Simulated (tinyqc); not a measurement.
Dispersion and weight of the plasmon: plasmons of a degenerate electron gas in the random-phase approximation.

Zero temperature, parabolic band: kF = (3 pi^2 n)^(1/3), EF = c kF^2/m, Ep^2 = 8 pi c e2 n/(m eb), qTF^2 = 6 pi e2 n/(eb EF), c = hbar^2/2m0, e2 = e^2/(4 pi eps0), n in 1/angstrom^3 (1e-24 per 1/cm^3).

Lindhard function: eps(q, E)/eb = 1 + (qTF/q)^2 (f1 + i f2) with z = q/(2 kF), u = E/(hbar vF q), hbar vF = 2 c kF/m; f1 = 1/2 + [h(z - u) + h(z + u)]/(8 z), h(x) = (1 - x^2) ln|(x + 1)/(x - 1)|; f2 = pi u/2 for z + u < 1, (pi/(8 z))(1 - (z - u)^2) for |z - u| < 1 < z + u, else 0. Pairs exist for c (q^2 - 2 q kF)/m < E < c (q^2 + 2 q kF)/m.

Constants: hbar^2/2m0 = 3.80998211 eV angstrom^2; e^2/(4 pi eps0) = 14.39964547 eV angstrom.

Parameters, chosen for this exercise (out of a larger set: a free-electron density near that of Al; not measured data):

| symbol | value | unit | meaning |
|---|---|---|---|
| n | 1.77e+23 | 1/cm^3 | electron density |
| m | 1 | m0 | mass |
| eb | 1 |  | background dielectric constant |

Short formula: E^2 = Ep^2 + (3/5)(hbar vF q)^2 + (c q^2/m)^2; qc is where the plasmon meets the top of the continuum. The weight is the share of the f-sum that the plasmon carries, 2E/(Ep^2 d(eps/eb)/dE); a dash marks no undamped root.

Energies (eV):

| q (1/angstrom) | q/kF | top of continuum | plasmon | short formula | weight |
|---|---|---|---|---|---|
| 0.129 | 0.074 | 1.771 | 15.68 | 15.68 | 1.000 |
| 0.322 | 0.185 | 4.657 | 15.98 | 15.97 | 1.000 |
| 0.515 | 0.296 | 7.827 | 16.54 | 16.52 | 0.997 |
| 0.708 | 0.408 | 11.28 | 17.43 | 17.33 | 0.986 |
| 0.901 | 0.519 | 15.02 | 18.70 | 18.41 | 0.951 |
| 1.03 | 0.593 | 17.67 | 19.85 | 19.28 | 0.894 |
| 1.16 | 0.668 | 20.48 | 21.35 | 20.29 | 0.765 |
| 1.25 | 0.720 | 22.50 | 22.68 | 21.06 | 0.553 |
| 1.42 | 0.818 | 26.48 | - | 22.69 | - |
| 1.67 | 0.961 | 32.73 | - | 25.50 | - |

qc = 1.287 1/angstrom

What does the comparison show?

Ep = 15.62 eV. The plasmon rises from 15.68 to 22.68 eV just before qc, 45 % above Ep. The short formula errs by -0.54 % at q/kF = 0.41 and -7.12 % next to qc. The weight falls from 1.000 to 0.553 as pairs take over the sum.

tinyqc: `OMP_NUM_THREADS=1 python tinyqc.py 1680169 1680170 out.jsonl`; about 0.01 s, one thread, shared Intel(R) Xeon(R) Processor @ 2.30GHz.
